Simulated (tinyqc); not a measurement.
# Resistance of a circular point contact between the ballistic and the diffusive limit: effect of the radius

Two half-spaces of a free-electron metal (one valley, spin 2) meet through a circular opening of radius a in an insulating sheet.

kF = (3 pi^2 n)^(1/3), resistivity rho = hbar kF/(n q^2 l). Maxwell: RM = rho/(2 a); Sharvin: RS = 4 rho l/(3 pi a^2); interpolation R = RS + gamma RM, gamma = (1 + 0.83 K)/(1 + 1.33 K), K = l/a.

Values chosen for this exercise: free-electron density n = 7.9e22 cm^-3; mean free path l = 4.1 nm.

Constants: q = 1.602176634e-19 C, hbar = 1.054571817e-34 J s. Results are converted to the units shown.

Results:
```
a (nm),K = l/a,RM (ohm),RS (ohm),R (ohm)
0.36,11.39,233.8,2261,2412
0.8,5.125,105.2,457.8,528.5
1.8,2.278,46.77,90.42,124.0
8.5,0.4824,9.904,4.055,12.50
19,0.2158,4.431,0.8116,4.871
42,0.09762,2.004,0.1661,2.084
92,0.04457,0.9150,0.03461,0.9304
```

Estimate the missing row, a = 3.9 nm.

Computed row:
```
a (nm),K = l/a,RM (ohm),RS (ohm),R (ohm)
3.9,1.051,21.59,19.26,36.12
```

With this row back in the table: R falls from 2410 to 0.930 ohm, as a^(-1.90) between the first two rows and a^(-1.03) between the last two (Sharvin -2, Maxwell -1). RM equals RS at a = 8 l/(3 pi) = 3.48 nm. In 1 of the 8 rows kF a is below 10, where the smooth Sharvin count is off by about 2/(kF a), a fifth or more.

Numbers from tinyqc (`OMP_NUM_THREADS=1 python tinyqc.py 2760059 2760060 out.jsonl`; about 0.01 s on one thread of a shared Intel Xeon 2.30GHz).
